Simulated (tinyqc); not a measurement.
Metal-interlayer-semiconductor contact, depinning against tunnelling resistance: two steps of the calculation.

Zero bias, n-type semiconductor. Gap states at the semiconductor surface thin out as exp(-be ti), which unpins the barrier; electrons must then cross the interlayer (a rectangular barrier, no voltage drop across it) and the parabolic depleted layer, both by WKB. Energies E are counted from the Fermi level; no image force, parabolic bands.

Inputs (values chosen for the exercise); semiconductor values close to those of silicon; interlayer mass of the order of that in hafnium oxide, offset chosen freely: temperature T = 250 K; band gap Eg = 1.1 eV; relative permittivity eps_r = 11.8; electron affinity chi = 4.12 eV; conduction-band density of states at T Nc = 2.13e19 cm^-3; tunnelling mass in the semiconductor mt = 0.187 m0; Richardson mass mA = 2.01 m0; donor density Nd = 2.5e18 cm^-3; charge-neutrality level above the valence band E0 = 0.36 eV; pinning factor without interlayer S0 = 0.27; metal work function phiM = 4.33 eV; interlayer thickness ti = 1.7 nm; conduction-band offset of the interlayer above the semiconductor dE = 1.51 eV; tunnelling mass in the interlayer mi = 0.2 m0; decay constant of gap states through the interlayer be = 3.1 1/nm.

Constants: q = 1.602176634e-19 C, kB = 1.380649e-23 J/K, eps0 = 8.8541878128e-12 F/m, hbar = 1.054571817e-34 J s, h = 6.62607015e-34 J s, m0 = 9.1093837015e-31 kg, Vt = kB T/q, hbar^2/(2 m0) = 0.0380998212 eV nm^2. Results are converted to the units shown.

Task 1. Pinning, barrier and scales. S = 1/(1 + (1/S0 - 1) exp(-be ti)); phiB = S (phiM - chi) + (1 - S)(Eg - E0); xi = Ec - EF deep inside, from Nd = Nc F(-xi/Vt), F(x) = (2/sqrt(pi)) int_0^infinity sqrt(u) du/(1 + exp(u - x)); band bending U = phiB - xi; E00 = (hbar/2) sqrt(Nd/(eps0 eps_r mt m0)) in volts; A = 4 pi q mA m0 kB^2/h^3.

Find: S; phiB; xi; U; E00; A.

Result 1.

S = 0.98628
phiB = 0.21727 eV
xi = 0.045262 eV
U = 0.17201 eV
E00 = 0.019762 eV
A = 241.55 A/(cm^2 K^2)

Task 2. Exponents and integrand on an energy grid. With U = phiB - xi: for xi < E < phiB, y = (E - xi)/U and G1 = (U/E00) [sqrt(1 - y) - y ln((1 + sqrt(1 - y))/sqrt(y))], G1 = 0 above phiB; G2 = 2 ti sqrt(mi max(phiB + dE - E, 0)/C), C = hbar^2/(2 m0); f = 1/(1 + exp(E/Vt)); integrand exp(-G1 - G2) f.

E, point 0 to 13 (eV): 0.05  0.07  0.09  0.11  0.13  0.15  0.17  0.19  0.21  0.23  0.25  0.27  0.29  0.31
phiB = 0.21726951 eV
xi = 0.045262272 eV
E00 = 0.019762210 eV

Find: G1; G2; f; integrand.

Result 2.

```
point     G1     G2         f  integrand (1e-8)
0      7.988  10.09   0.08941             0.126
1      6.020  10.03   0.03735             0.401
2      4.557   9.97   0.01510             0.743
3      3.366   9.91  0.006024             1.037
4      2.376   9.85  0.002389             1.177
5      1.554   9.78  9.456e-4             1.127
6      0.888   9.72  3.739e-4             0.923
7      0.379   9.66  1.478e-4             0.647
8      0.051   9.60  5.842e-5             0.378
9      0.000   9.53  2.309e-5             0.167
10     0.000   9.47  9.125e-6             0.071
11     0.000   9.40  3.606e-6             0.030
12     0.000   9.34  1.425e-6             0.013
13     0.000   9.27  5.632e-7             0.005
```

Range of the model: The depletion charge would drop about 0.036 V across such an interlayer (eps_r near 20) at ti = 1.7 nm and Nd = 2.5e18 cm^-3, against a band bending of 0.17 V; this model leaves that drop out.

Numbers from tinyqc (`OMP_NUM_THREADS=1 python tinyqc.py 2270161 2270162 out.jsonl`; about 0.04 s on one thread of a shared Intel Xeon 2.30GHz).
